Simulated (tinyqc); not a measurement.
# Changing the evaporation rate at 1000 rpm e0

Model: spin coating of a resist or spin-on film: centrifugal thinning, evaporation and the final thickness (Emslie and Meyerhofer models). Computed by tinyqc, a small Python program. Command: `OMP_NUM_THREADS=1 python tinyqc.py 3113075 3113076 out.jsonl spincoat sweep`. One thread of a shared host (Intel(R) Xeon(R) Processor @ 2.30GHz), about 0.2 s of CPU time with the checks.

A Newtonian film stays uniform over the wafer; solvent and solids have the same density and the concentration is uniform through the thickness.

Inputs (values chosen for the exercise, of the order of those of a polymer resist in an ester solvent):
```
quantity                                 value        unit
solids volume fraction c0                0.048           -
kinematic viscosity of the solvent nu_s   0.94      mm^2/s
viscosity constant k                      6000      mm^2/s
viscosity exponent gamma                   2.6           -
spin speed f                              1000         rpm
starting thickness h0                      600  micrometre
wafer radius R                             100          mm
shrinkage in the bake                       15           %
```

Method:
- omega = 2 pi f/60; nu(c) = nu_s + k c^gamma; evaporation rate e = e0 sqrt(f/1000 rpm).
- Flow constant K = 2 omega^2/(3 nu(c0)); Reynolds number of the air omega R^2/nu_air with nu_air = 15 mm^2/s.
- Meyerhofer estimate: flow rules until (1 - c0) K h^3 = e, then evaporation alone: h_w = (e/((1 - c0) K))^(1/3), dry film c0 h_w.
- Full model for solids s and liquid l per area, h = s + l, c = s/h: ds/dt = -c Q, dl/dt = -(1 - c) Q - e, Q = 2 omega^2 h^3/(3 nu(c)); integrated adaptively (relative tolerance 1e-9) until l = 0.
- Dry film = s at l = 0, before the bake; film after the bake = s x (1 - shrinkage).

One run for each value:
```
evaporation rate at 1000 rpm e0 (micrometre/s)  dry film (nm)  time to dry (s)  wet thickness h_w (micrometre)
0.010                                                   93.13           210.01                          1.6586
0.021                                                  119.26           128.06                          2.1239
0.045                                                  153.76            77.05                          2.7383
0.097                                                  198.62            46.17                          3.5372
0.210                                                  256.94            27.59                          4.5759
0.440                                                  328.78            16.85                          5.8554
0.940                                                  423.45            10.16                          7.5413
2.000                                                  544.63             6.14                          9.6995
```

Over the rows, dry film (nm) rises from 93.1 to 545 (exponent d ln y / d ln x about 0.33 throughout); time to dry (s) falls from 210 to 6.14 (exponent d ln y / d ln x about -0.67 throughout); wet thickness h_w (micrometre) rises from 1.66 to 9.70 (exponent d ln y / d ln x about 0.33 throughout). The exponent of dry film stays at 0.33: the cube root of the evaporation rate.
